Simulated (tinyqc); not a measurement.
# Inputs raised by 10 %, one at a time

Model: oxide trap near a transistor channel: two-state multiphonon kinetics, telegraph noise and bias instability. Computed by tinyqc, a small Python program. Command: `OMP_NUM_THREADS=1 python tinyqc.py 3018765 3018766 out.jsonl oxidetrap sens`. One thread of a shared host (Intel(R) Xeon(R) Processor @ 2.30GHz), about 0.01 s of CPU time with the checks.

An n-channel device under positive gate bias. The trap is empty (state 1) or holds an electron (state 2); both states are parabolas of equal curvature, and the electron reservoir is taken at the Fermi level of the channel.

Inputs (values chosen for the exercise, with an insulator like SiO2 on silicon):

| quantity | value | unit |
|---|---|---|
| insulator constant eps_ox | 3.93 | - |
| insulator thickness t_ox | 5.4 | nm |
| trap depth x from the interface | 2.2 | nm |
| tunnel barrier phi_b | 3.13 | eV |
| tunnelling mass m_ox | 0.46 | m_0 |
| trap level above E_F at zero field E_t | 0.68 | eV |
| relaxation energy E_R | 1.5 | eV |
| oxide field F | 2.2 | MV/cm |
| attempt rate k_0 at the interface | 4e+12 | 1/s |
| temperature T | 400 | K |
| channel width W | 230 | nm |
| channel length L | 46 | nm |
| frequency f | 100 | Hz |
| stress time t_s | 5000 | s |

Parts treated: one trap and an ensemble.

Constants: hbar^2/(2 m_0) = 3.80998212 eV angstrom^2; k_B = 8.617333262e-05 eV/K; e = 1.602176634e-19 C; eps_0 = 8.8541878128e-12 F/m.

Method:
- kappa = sqrt(2 m_ox phi_b)/hbar = sqrt(m_ox phi_b/(hbar^2/2m_0)); attenuation length lambda = 1/(2 kappa); factor exp(-x/lambda) for a rectangular barrier.
- E_21 = E_t - e F x is the energy of state 2 over state 1; barriers E_c = (E_R + E_21)^2/(4 E_R), E_e = E_c - E_21; tau_c = exp(E_c/k_B T)/(k_0 P), tau_e = exp(E_e/k_B T)/(k_0 P), P the tunnelling factor; occupation f_2 = tau_e/(tau_c + tau_e); 1/tau_0 = 1/tau_c + 1/tau_e.
- Charge-sheet step dV = e (t_ox - x)/(eps_ox eps_0 W L); Lorentzian spectrum S(f) = 4 dV^2 tau_0^2/((tau_c + tau_e)(1 + (2 pi f tau_0)^2)); corner 1/(2 pi tau_0); variance dV^2 f_2 (1 - f_2) = dV^2 tau_0/(tau_c + tau_e).
- From the zero-field occupation f(0), f(t) = f_2 + (f(0) - f_2) exp(-t/tau_0) under the field; after t_s the field is removed and f relaxes with the zero-field constants.

Runs:

| input moved | from | to | capture time tau_c (s) | emission time tau_e (s) | threshold step dV (mV) | half-time of recovery (s) |
|---|---|---|---|---|---|---|
| base run | - | - | 1.5316e+05 | 520 | 1.3926 | 2.499 |
| trap depth x from the interface (nm) | 2.2 | 2.42 | 1.0471e+06 | 14465 | 1.2969 | 37.362 |
| trap level above E_F at zero field E_t (eV) | 0.68 | 0.748 | 4.7775e+05 | 225 | 1.3926 | 1.490 |
| relaxation energy E_R (eV) | 1.5 | 1.65 | 4.4698e+05 | 1516 | 1.3926 | 6.053 |
| temperature T (K) | 400 | 440 | 4.3254e+04 | 246 | 1.3926 | 1.859 |
| tunnelling mass m_ox (m_0) | 0.46 | 0.506 | 5.7345e+05 | 1945 | 1.3926 | 9.356 |
| channel width W (nm) | 230 | 253 | 1.5316e+05 | 520 | 1.2660 | 2.499 |
| stress time t_s (s) | 5000 | 5500 | 1.5316e+05 | 520 | 1.3926 | 2.499 |

Exponents ln(y'/y) / ln(x'/x):

| input | capture time tau_c | emission time tau_e | threshold step dV | half-time of recovery |
|---|---|---|---|---|
| trap depth x from the interface | 20.170 | 34.902 | -0.747 | 28.379 |
| trap level above E_F at zero field E_t | 11.936 | -8.762 | 0.000 | -5.423 |
| relaxation energy E_R | 11.237 | 11.237 | 0.000 | 9.282 |
| temperature T | -13.266 | -7.842 | 0.000 | -3.101 |
| tunnelling mass m_ox | 13.852 | 13.852 | 0.000 | 13.852 |
| channel width W | 0.000 | 0.000 | -1.000 | 0.000 |
| stress time t_s | 0.000 | 0.000 | 0.000 | 0.000 |

Which inputs matter most for each result?

Among the inputs moved here: capture time tau_c answers most in size to trap depth x from the interface (exponent +20.170), next to tunnelling mass m_ox (+13.852); its exponent is below 0.0005 for channel width W, stress time t_s. Emission time tau_e answers most in size to trap depth x from the interface (exponent +34.902), next to tunnelling mass m_ox (+13.852); its exponent is below 0.0005 for channel width W, stress time t_s. Threshold step dV answers most in size to channel width W (exponent -1.000), next to trap depth x from the interface (-0.747); its exponent is below 0.0005 for trap level above E_F at zero field E_t, relaxation energy E_R, temperature T, tunnelling mass m_ox, stress time t_s. Its exponent -1.000 in channel width W: one charge is spread over the gate area. Half-time of recovery answers most in size to trap depth x from the interface (exponent +28.379), next to tunnelling mass m_ox (+13.852); its exponent is below 0.0005 for channel width W, stress time t_s.
